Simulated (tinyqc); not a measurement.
From results to parameters: Luttinger model of the valence bands. Computed by the program tinyqc.

Problem. In the four-band Luttinger model 1/m = g1 -/+ 2 g2 along [100] and g1 -/+ 2 g3 along [111]. Find g1, g2, g3 and the light hole mass along [111].

heavy and light hole masses along [100] (electron masses): 0.094607  0.036324
heavy hole mass along [111] = 0.150376 electron masses

Solution. The mean of the two inverse masses along [100] is g1 and a quarter of their difference is g2; g3 = (g1 - 1/m_hh[111])/2.

g1, g2, g3: 19.0500  4.2400  6.2000
light hole mass along [111] = 0.0318 electron masses
